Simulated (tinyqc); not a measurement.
# Delay unit and parasitic delay from two ring oscillators

Question. A ring of 11 inverters oscillates at 1/(2 x 11 d), with stage delay d = tau (h + p) for fan-out h. Find tau, p and the delay at fan-out 4.

frequencies of 11-stage ring oscillators with fan-out 1 and 5 (GHz): 6.6645962  2.7614652

Solution. d is a straight line in h with slope tau and intercept tau p.

tau = 2.41 ps
p = 1.83
delay at fan-out 4 = 14.1 ps

Program tinyqc, `OMP_NUM_THREADS=1 python tinyqc.py 2082191 2082192 out.jsonl`; Intel Xeon 2.30GHz, shared host, one thread, about 0.01 s.
